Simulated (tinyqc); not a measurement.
Inputs raised by 5 %, one at a time: Frenkel-Kontorova chain: a misfit dislocation (kink) in a monolayer on a periodic substrate. Computed by tinyqc, a small Python program. Command: `OMP_NUM_THREADS=1 python tinyqc.py 3031060 3031061 out.jsonl fkchain sens`. One thread of a shared host (Intel(R) Xeon(R) Processor @ 2.30GHz), about 0.07 s of CPU time with the checks.

E = sum_j [(k/2)(x_(j+1) - x_j - b)^2 + (W/2)(1 - cos(2 pi x_j/a))], x_j = a (j + u_j). A kink takes u from 0 to 1: the chain is stretched by one period and has one atom fewer than wells.

Inputs (values chosen for the exercise, for a model overlayer):
```
quantity              value           unit
spring constant k      5.71  eV/angstrom^2
substrate period a     2.64       angstrom
corrugation W          1.85             eV
misfit f = (b - a)/a  0.085              -
atoms on each side n      8              -
atomic mass M           131              u
```

Relaxation: Newton steps.

Constants: nu for 1 eV/(angstrom^2 u) = 15.6333042 THz.

Method:
- l0 = sqrt(k a^2/(2 W)); kink u(j) = (2/pi) arctan exp(pi j/l0); kink energy at f = 0: E0 = (4/pi) W l0; with misfit E0 - k a^2 f; kinks become favourable at f_c = 2/(pi l0), and a coherent chain with free ends loses stability at f_m = 1/l0. Lowest vibration of the flat chain: nu0 = 15.6333042 THz x sqrt(2 pi^2 W/(a^2 M)).
- Discrete chain at f = 0, ends held at u = 0 and 1: E = (k a^2/2) sum (u_(j+1) - u_j)^2 + (W/2) sum (1 - cos 2 pi u_j), gradient g_j = k a^2 (2 u_j - u_(j-1) - u_(j+1)) + pi W sin(2 pi u_j), Hessian 2 k a^2 + 2 pi^2 W cos(2 pi u_j) on the diagonal and -k a^2 beside it.
- Start as above (continuum shape at j + 1/2, j = -n..n-1, l0 = sqrt(k a^2/(2 W))). u(new) = u - H^-1 g; stop when the largest gradient is below 1e-9 eV.

Runs:
```
input moved                         from       to  kink width l0  kink energy E0 (eV)  gap frequency nu0 (THz)  energy, centre between atoms (eV)
base run                               -        -         3.2796               7.7251                   3.1265                             7.6106
spring constant k (eV/angstrom^2)   5.71   5.9955         3.3606               7.9159                   3.1265                             7.8059
substrate period a (angstrom)       2.64    2.772         3.4436               8.1113                   2.9776                             8.0056
corrugation W (eV)                  1.85   1.9425         3.2006               7.9159                   3.2037                             7.7905
misfit f = (b - a)/a               0.085  0.08925         3.2796               7.7251                   3.1265                             7.6106
atomic mass M (u)                    131   137.55         3.2796               7.7251                   3.0512                             7.6106
```

Exponents ln(y'/y) / ln(x'/x):
```
input                 kink width l0  kink energy E0  gap frequency nu0  energy, centre between atoms
spring constant k               0.5             0.5                0.0                         0.519
substrate period a              1.0             1.0               -1.0                         1.037
corrugation W                  -0.5             0.5                0.5                         0.479
misfit f = (b - a)/a            0.0             0.0                0.0                         0.000
atomic mass M                   0.0             0.0               -0.5                         0.000
```

Which inputs matter most for each result?

Among the inputs moved here: kink width l0 answers most in size to substrate period a (exponent +1.000), next to spring constant k (+0.500); its exponent is below 0.0005 for misfit f = (b - a)/a, atomic mass M. kink energy E0 answers most in size to substrate period a (exponent +1.000), next to spring constant k (+0.500); its exponent is below 0.0005 for misfit f = (b - a)/a, atomic mass M. Its exponent +0.500 in spring constant k: the geometric mean of spring and corrugation. Its exponent +0.500 in corrugation W: the geometric mean of spring and corrugation. gap frequency nu0 answers most in size to substrate period a (exponent -1.000), next to corrugation W (+0.500); its exponent is below 0.0005 for spring constant k, misfit f = (b - a)/a. energy, centre between atoms answers most in size to substrate period a (exponent +1.037), next to spring constant k (+0.519); its exponent is below 0.0005 for misfit f = (b - a)/a, atomic mass M.

Caution (all rows): a corrugation above 1 eV is larger than real overlayers usually show; it is chosen to keep the kink narrow.
